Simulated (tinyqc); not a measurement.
Inside a calculation. Model: time-dependent dielectric breakdown: cell percolation, Weibull statistics, area scaling and voltage extrapolation. Computed by tinyqc, a small Python program that keeps every step. Command: `OMP_NUM_THREADS=1 python tinyqc.py 3028064 3028065 out.jsonl tddb walk`. One thread of a shared host (Intel(R) Xeon(R) Processor @ 2.30GHz), about 0.01 s of CPU time with the checks. Intermediate numbers are printed to about 6 digits and carried at full precision; extremes and crossings named in words are read from the listed rows.

The oxide is divided into columns of area a^2, each holding m = t_ox/a cells (m is taken as continuous). A share lambda(t) = (t/t_1)^alpha of the cells is defective, and a column whose cells are all defective breaks down.

Inputs (values chosen for the exercise, for a model gate oxide): oxide thickness t_ox = 4.2 nm; defect cell size a = 1.5 nm; exponent alpha of defect growth = 0.35; time t_1 at which the occupied share would reach 1 = 2.2e+09 s; test area A = 0.5 um^2; product area A_u = 2e+06 um^2; stress voltage V = 5.03 V; use voltage V_u = 2.7 V; local exponent n = -d ln t/d ln V at the stress voltage = 43; activation energy E_a = 0.5 eV; stress temperature T = 175 C; use temperature T_u = 85 C; allowed failure fraction F = 1e-05.

Voltage law used: 1/E.

Constants: k_B = 8.617333262e-05 eV/K.

## Weibull parameters from the cell model

Failure fraction F = 1 - (1 - lambda^m)^N with N = A/a^2 columns, which for small lambda^m is 1 - exp(-(t/t63)^beta) with beta = alpha m and t63 = t_1 N^(-1/beta); critical share lambda(t63) = N^(-1/m). 1 um^2 = 1e6 nm^2.

cells per column m = 2.8

columns N = 222222

Weibull slope beta = 0.98

characteristic life t63 = 7700.47 s

critical share of defective cells = 0.0123150

Times between F = 10 % and 90 % span a factor 23.3: the smaller beta = alpha m, the wider the scatter. Caution: t_1 is an input here; in a real oxide it changes with thickness at fixed voltage.

## A sample of breakdown times

uniform random numbers u: [0.0697, 0.3844, 0.9685, 0.7874, 0.6987, 0.3358, 0.5505, 0.9293]

Each device fails at t = t63 (-ln(1 - u))^(1/beta). Sort the times; median rank F_i = (i - 0.3)/(n_s + 0.4) for n_s devices; W = ln(-ln(1 - F_i)).

Weibull plot:
```
i    t (s)       F_i     ln t         W
1    527.3  0.083333   6.2678  -2.44172
2   3093.9  0.202381   8.0372  -1.48667
3   3681.2  0.321429   8.2110  -0.94735
4   6129.4  0.440476   8.7209  -0.54357
5   9272.2  0.559524   9.1348  -0.19857
6  12029.8  0.678571   9.3951   0.12661
7  20810.6  0.797619   9.9432   0.46850
8  27309.2  0.916667  10.2150   0.91024
```

## Fitting the sample

W = ln(-ln(1 - F_i)) with the median ranks F_i. Least squares in W: W = beta ln t - beta ln t63. Maximum likelihood: solve sum t^b ln t/sum t^b - 1/b = mean of ln t for b, then t63 = (mean of t^b)^(1/b).

slope by least squares = 0.856849

t63 by least squares = 11390.8 s

slope by maximum likelihood = 1.10179

t63 by maximum likelihood = 10726.3 s

The true values are beta = 0.980 and t63 = 7700 s. With 8 devices the standard error of the maximum-likelihood slope is about 0.78 beta/sqrt(n_s) = 0.27; the fits miss by -0.12 and +0.12, and t63 by +48 and +39 %.

## Projection to use conditions

All three voltage laws share the slope n at the stress voltage. Factor t(V_u)/t(V): E law exp(n (1 - V_u/V)); 1/E law exp(n (V/V_u - 1)); power law (V/V_u)^n. Temperatures in kelvin are T(C) + 273.15. Temperature factor exp[(E_a/k_B)(1/T_u - 1/T)]; area factor (A/A_u)^(1/beta); percentile factor (-ln(1 - F))^(1/beta); life = t63 x all four; 1 year = 3.15576e7 s.

voltage factor = 1.30479e+16

temperature factor = 25.8809

area factor = 1.83318e-07

percentile factor = 7.90608e-06

projected life = 119.426 years

Area and percentile together cost 11.8 decades, voltage and temperature return 17.5; a ten-year target is met. Caution: a voltage factor of more than nine decades rests wholly on the chosen law and cannot be tested.

## Three voltage laws

Life = t63 x voltage, temperature, area and percentile factors, the last three as above.

Log10 of the life in years:
```
V_u/V  V_u (V)     E law   1/E law  power law
1.00    5.0300  -14.0384  -14.0384   -14.0384
0.95    4.7785  -13.1047  -13.0556   -13.0806
0.90    4.5270  -12.1710  -11.9635   -12.0709
0.80    4.0240  -10.3035   -9.3698    -9.8713
0.70    3.5210   -8.4360   -6.0350    -7.3777
0.60    3.0180   -6.5686   -1.5887    -4.4989
0.50    2.5150   -4.7011    4.6362    -1.0942
0.40    2.0120   -2.8336   13.9736     3.0730
```

At V_u/V = 0.9 the laws differ by 0.21 decades at most, and at 0.5 by 9.3. The E law is the most cautious and the 1/E law the most hopeful. Ten years are reached at V_u/V = 0.195 (E), 0.554 (1/E), 0.447 (power). Caution: the rows at low voltage extrapolate over many decades and cannot be tested.

Checks made by the program: Weibull form against the exact column count at t63 (relative difference 1e-06).
